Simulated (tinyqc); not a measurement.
# From solubility limit x1 back to interaction L0

Model: regular and subregular solution with a miscibility gap. Computed by tinyqc, a small Python program. Command: `OMP_NUM_THREADS=1 python tinyqc.py 3017641 3017642 out.jsonl regsol inv`. One thread of a shared host (Intel(R) Xeon(R) Processor @ 2.30GHz), about 0.02 s of CPU time with the checks.

Per mole of mixing sites: G(x) = x (1 - x) [L0 + L1 (1 - 2x)] + R T [x ln x + (1 - x) ln(1 - x)], x the fraction of B.

Inputs (values chosen for the exercise, for a model alloy):
```
quantity                     value    unit
size misfit eta = d ln a/dx  0.023       -
asymmetry L1                     0  kJ/mol
temperature T                  233       K
start value s0                0.05       -
```

Source of L0: given.

Constants: R = 8.314462618 J/(mol K).

Method:
- L0 and eta are given.
- G' = L0 (1 - 2x) + L1 (1 - 6x + 6x^2) + R T ln[x/(1 - x)]; G'' = -2 L0 - 6 L1 (1 - 2x) + R T/[x (1 - x)].
- Common tangent: F1 = G'(x1) - G'(x2) = 0 and F2 = [G - x G'](x1) - [G - x G'](x2) = 0. Newton step: J = [[G''(x1), -G''(x2)], [-x1 G''(x1), x2 G''(x2)]], J dx = -F; a step that would leave 0 < x < 1 is halved until it stays inside. The start is x1 = s0, x2 = 1 - s0.
- Stop when the step is below 1e-12, or when x1 and x2 meet within 1e-5; residuals under 1e-7 are shown as 0.

Question. A run gave the result below. Find the interaction L0, known to lie between 5.7 and 9.8 kJ/mol.

solubility limit x1 = 0.01851166

Answer.

Each step takes the trial c = (a f_b - b f_a)/(f_b - f_a), f being the result less the target and a, b, c the logarithms of the listed values; c replaces end b, the old b replaces a if the sign of f changed, and otherwise f_a is halved.

Scan of the range:
```
interaction L0 (kJ/mol)  solubility limit x1
5.70                               0.0763508
6.24                               0.0532536
6.83                               0.0367370
7.47                               0.0250125
8.18                               0.0165879
8.95                               0.0107673
9.80                               0.0067577
```

False position (Illinois rule, in the logarithm of the input) inside the bracket:
```
step    end a    end b    trial  solubility limit x1
1     7.47000  8.18000  8.01215            0.0182571
2     7.47000  8.01215  7.97147            0.0186881
3     8.01215  7.97147  7.98810            0.0185106
4     7.97147  7.98810  7.98800            0.0185117
5     7.97147  7.98800  7.98800            0.0185117
6     7.98800  7.98800  7.98800            0.0185117
```

Solubility limit x1 falls at every point of a 13-point scan of the range (every second point is shown), so one value fits; it is bracketed by 7.47 and 8.18. Answer: interaction L0 = 7.988 kJ/mol.
